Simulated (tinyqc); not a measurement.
What moves the results: thin-film optics by transfer matrices. A value that a table varies takes the place of the one given here.

Indices N = n + i k. Snell: N0 sin(theta) = N_j sin(theta_j), with Im(N_j cos theta_j) >= 0. Admittance y_j = N_j cos theta_j for s and N_j/cos theta_j for p. Phase delta_j = 2 pi N_j cos theta_j d_j/lambda. Layer matrix [[cos delta, -i sin delta/y], [-i y sin delta, cos delta]], multiplied from the top down to M. (B, C) = M (1, y_sub); r = (y0 B - C)/(y0 B + C), R = |r|^2, T = 4 Re y0 Re y_sub/|y0 B + C|^2, absorbed in the films 1 - R - T.

Ellipsometry: rho = tan(Psi) exp(i Delta) = -conj(r_p/r_s) with the r of the admittance formula, Delta in 0 to 360 degrees, so that a bare dielectric at small angles gives Delta = 180.

Inputs chosen for the exercise (indices near those of resist, ARC, SiO2 on polySi; not measured data): lam = 248 nm (vacuum wavelength); n0 = 1 (ambient index); n = (1.782, 1.79, 1.505, 1.664) (n of resist, ARC, SiO2, substrate); k = (0.012, 0.39, 0, 2.77) (k in the same order); d = (178, 71.7, 94.5) nm (thicknesses, top first); theta = 75 degrees (angle of incidence); pol = s (polarisation).

## Swing curve: thickness of the top film

The first entry of d takes the values listed.

Stack:
```
d_1 (nm)       R       T  absorbed
178.0     0.5254  0.0476    0.4270
191.8     0.4639  0.0532    0.4829
205.6     0.4362  0.0553    0.5085
219.4     0.4789  0.0505    0.4706
233.2     0.5354  0.0446    0.4200
247.0     0.5537  0.0425    0.4038
260.8     0.5236  0.0449    0.4315
274.6     0.4657  0.0499    0.4844
288.4     0.4399  0.0517    0.5084
302.2     0.4797  0.0475    0.4728
316.0     0.5330  0.0422    0.4248
329.8     0.5505  0.0403    0.4092
343.6     0.5219  0.0424    0.4357
```

R swings between 0.4362 and 0.5537 on these points. The period is lambda/(2 Re(N_1 cos theta_1)) = 82.8 nm, six rows. The swing shrinks from 0.1175 in the first period to 0.1107 in the second, as the film absorbs the wave that returns from below. The swing ratio (max - min)/mean is 0.23.

## Angle of incidence

Both polarisations.

Stack:
```
theta (degrees)     R_s     R_p    Psi   Delta
0                0.1732  0.1732  45.00  180.00
15               0.1608  0.1454  43.56  181.01
30               0.0995  0.0600  37.84  190.53
45               0.0481  0.0004   5.48  279.25
55               0.1454  0.0081  13.24   81.55
60               0.2301  0.0129  13.31   76.21
65               0.3229  0.0174  13.07   58.61
70               0.4199  0.0307  15.14   35.09
75               0.5254  0.0730  20.44   17.32
80               0.6497  0.1825  27.92    7.69
85               0.8045  0.4352  36.34    2.86
```

R_s and R_p agree at normal incidence (0.1732). R_p is lowest at 45 degrees of those listed (0.0004), where R_s = 0.0481; the top face alone would stop reflecting p light at arctan(n/n0) = 60.7 degrees, while the layers and the substrate below set where the minimum falls. R_s does not rise steadily, because the phase thickness of the films changes with the angle.

## Thickness of the antireflection layer under the resist

Light arrives at normal incidence from inside the resist, taken as the ambient with its real index n; the second entry of d takes the values listed.

Reflectance back into the resist:
```
d_2 (nm)       R
0         0.4493
10        0.2267
20        0.0845
30        0.0335
40        0.0413
50        0.0666
60        0.0747
80        0.0259
100       0.0014
120       0.0187
```

Without the layer R = 0.4493; the lowest value listed is 0.0014 at 100 nm, against a quarter wave lambda/(4 n) = 34.6 nm. A very thick layer would leave only its top interface, R = 0.0118, once absorption has removed the wave from below.

## Sensitivity of the reflectance

R for both polarisations. Each row changes one parameter from the base and keeps the others.

Results:
```
case                                R_s     R_p     T_s
base                             0.5254  0.0730  0.0476
d = (183, 71.7, 94.5) nm         0.5041  0.0881  0.0495
n = (1.818, 1.79, 1.505, 1.664)  0.5100  0.0851  0.0492
k = (0.012, 0.39, 0, 3.057)      0.5298  0.0685  0.0434
lam = 253 nm                     0.5308  0.0590  0.0494
theta = 80 degrees               0.6497  0.1825  0.0350
```

The largest shifts from the base row, up to three for each result and ties (the steps differ in size, so this ranks the rows, not the parameters). R_s: theta +0.1243, d -0.0213, n -0.0155. R_p: theta +0.1095, d +0.0150, lam -0.0140. T_s: theta -0.0126, k -0.0042, d +0.0020.

(tinyqc, `OMP_NUM_THREADS=1 python tinyqc.py 1651244 1651245 out.jsonl`, Intel(R) Xeon(R) Processor @ 2.30GHz, 1 thread, shared host, about 0.01 s.)
